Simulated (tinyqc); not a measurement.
Worked calculation: four-band model of biased bilayer graphene near K. Values are carried at full precision from step to step, so a last printed digit may differ when a step is redone from the rounded ones.

Constants: hbar^2/2m0 = 3.80998211 eV angstrom^2.

Values chosen for the exercise (near those used for Bernal bilayer graphene; the results hold for these values, not for the real material): a = 2.46 angstrom (lattice constant); g0 = 2.87 eV (hopping in a layer); g1 = 0.324 eV (hopping of the dimer sites); g3 = 0.31 eV (skew hopping A1-B2); g4 = 0.12 eV (skew hopping A1-A2); U = 0.33 eV (potential difference of the layers); k = (-0.031, 0.004) 1/angstrom (wave vector from K).

## Velocities and mass

v_j = (sqrt3/2) a g_j; low-energy mass m/m0 = c g1/v0^2 with c = hbar^2/2m0; crossover wave vector g1/(2 v0).

v0, v3, v4 (eV angstrom): 6.1143  0.6604  0.2557

mass = 0.03302 m0
crossover = 0.02650 1/angstrom

## H at one k

Basis A1, B1, A2, B2, with B1 below A2; p = kx + i ky, v_j = (sqrt3/2) a g_j. Diagonal -U/2, -U/2, U/2, U/2; <A1|B1> = <A2|B2> = v0 p*, <B1|A2> = g1, <A1|B2> = v3 p, <A1|A2> = <B1|B2> = -v4 p*.

Fill in the matrix.

H (eV), lower triangle (Hermitian):
```
                 A1              B1               A2      B2
A1          -0.1650
B1  -0.1895+0.0245i         -0.1650
A2   0.0079-0.0010i          0.3240           0.1650
B2  -0.0205-0.0026i  0.0079-0.0010i  -0.1895+0.0245i  0.1650
```

## Levels and layer polarisation

Diagonalise; the weight on layer 1 is that of A1 and B1.

levels (eV): -0.4705  -0.1216  0.1309  0.4613

weights:
```
    band 1  band 2  band 3  band 4
A1   0.228   0.644   0.117   0.011
B1   0.573   0.040   0.209   0.178
A2   0.184   0.192   0.039   0.585
B2   0.015   0.124   0.635   0.226
```

weight on layer 1: 0.800  0.684  0.327  0.189

Band 2 has 68 % of its weight on layer 1, the layer of lower potential, and band 3 has 33 %; the dimer sites hold 25 % of band 3.

## The Mexican hat (g3 = g4 = 0)

At K the levels are -/+ U/2 and -/+ sqrt(g1^2 + U^2/4). The smallest gap, U g1/sqrt(U^2 + g1^2), lies on a ring of radius kg = (U/2 v0) sqrt((2 g1^2 + U^2)/(g1^2 + U^2)), v0 = (sqrt3/2) a g0; the height of the hat is U/2 less half that gap.

gap = 0.2312 eV
kg = 0.03295 1/angstrom
height of the hat = 49.40 meV

## Checks

- Gap on the ring from the formula against the matrix: both 0.231195.

Computed by tinyqc, a small Python program: `OMP_NUM_THREADS=1 python tinyqc.py 1480505 1480506 out.jsonl` (the numbers bound the seed that draws the inputs); one thread of a shared host (Intel(R) Xeon(R) Processor @ 2.30GHz), about 0.03 s for the whole set of steps.
